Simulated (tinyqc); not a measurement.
Convergence with the mesh: Koster-Slater impurity in an sp3s* host.

sp3s* tight binding, nearest neighbours only: anion (a) at 0, cation (c) at a/4 (1,1,1), orbitals s, px, py, pz, s* on each; k in units of 2 pi/a. With phases e_j = exp(i (pi/2) k.n_j) for n = (1,1,1), (1,-1,-1), (-1,1,-1), (-1,-1,1): g0 = (e1+e2+e3+e4)/4, g1 = (e1+e2-e3-e4)/4, g2 = (e1-e2+e3-e4)/4, g3 = (e1-e2-e3+e4)/4. The diagonal holds the levels Esa, Epa, Exa (s*) and Esc, Epc, Exc. Anion-cation block: <sa|sc> = Vss g0; <sa|xc> = Vsapc g1; <xa|sc> = -Vscpa g1; <xa|xc> = Vxx g0; <xa|yc> = <ya|xc> = Vxy g3, <xa|zc> = <za|xc> = Vxy g2, <ya|zc> = <za|yc> = Vxy g1; <s*a|xc> = Vxapc g1; <xa|s*c> = -Vpaxc g1; y and z take g2 and g3 in place of g1; s-s* and s*-s* vanish.

A defect on a cation site (c) shifts the s level there by Vs or the three p levels by Vp and leaves the rest. A level in the gap solves 1/Vs = G_s(E) (symmetry A1) or 1/Vp = G_p(E) (T2, threefold), with G(E) = (1/N^3) sum over k and bands of w/(E - e), where w is the weight of the state on the s orbital of that site, or the mean weight on its px, py, pz. Mesh: k = f1 (-1,1,1) + f2 (1,-1,1) + f3 (1,1,-1), f = (j + 1/2)/N, j = 0 to N - 1. Energies from the top of the valence band at Gamma; the s* orbital of the site is left as it is. An infinite shift removes the s or p orbitals, the model of the ideal vacancy: G(E) = 0.

Inputs chosen for the exercise (out of a larger set: near a published set for InP; not measured data): p = (-8.57, 0.867, -1.493, 4.049, 8.276, 7.024, -5.333, 1.891, 4.225, 2.213, 5.609, 3.455, 4.504) eV (order Esa, Epa, Esc, Epc, Exa, Exc, Vss, Vxx, Vxy, Vsapc, Vscpa, Vxapc, Vpaxc); V = -20.1 eV (shift of the p levels).

Eg (smallest gap of the host) = 1.38191 eV

The same level (G_p = 1/V) on meshes of growing size; a dash: no level from 0 to Eg.

Mesh:
```
N  points  G_p(Eg/2) (1/eV)  level (eV)
2       8          -0.10829      0.2674
3      27          -0.10873      0.2587
4      64          -0.10877      0.2564
6     216          -0.10877      0.2553
8     512          -0.10877      0.2551
```

Against N = 8, G at mid-gap is off by +0.00048 at N = 2 and 0.00000 1/eV at N = 6; the level moves by -0.1 meV from N = 6 to 8. Errors in G are magnified in the level by 1/|dG/dE|, and a level near a band edge needs the finest mesh, since the sum there is ruled by few points.

Computed by tinyqc, a small Python program: `OMP_NUM_THREADS=1 python tinyqc.py 1450686 1450687 out.jsonl` (the numbers bound the seed that draws the inputs); one thread of a shared host (Intel(R) Xeon(R) Processor @ 2.30GHz), about 0.04 s for the whole set of steps.
